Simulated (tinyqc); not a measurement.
## Capacitances from a Coulomb diamond

Question. A single-electron transistor has the bias V on its left lead and the right lead at 0 V. Its diamonds repeat every q/Cg in gate voltage, close at |V| = q/Cs with Cs = CL + CR + Cg, and have edges of slope dV/dVg = -Cg/CL and Cg/(Cs - CL). Find Cg, Cs, CL and CR.

Constants: q = 1.602176634e-19 C. Results are converted to the units shown.

gate period = 18.849137 mV
bias at the tip of the diamond = 3.7698274 mV
slope dV/dVg of the rising edge = 0.37777778

Answer. The period gives Cg, the tip Cs, and the rising edge Cs - CL = CR + Cg.

Cg = 8.500 aF
Cs = 42.50 aF
CL = 20.00 aF
CR = 14.00 aF

Program tinyqc, `OMP_NUM_THREADS=1 python tinyqc.py 2780043 2780044 out.jsonl`; Intel Xeon 2.30GHz, shared host, one thread, about 0.01 s.
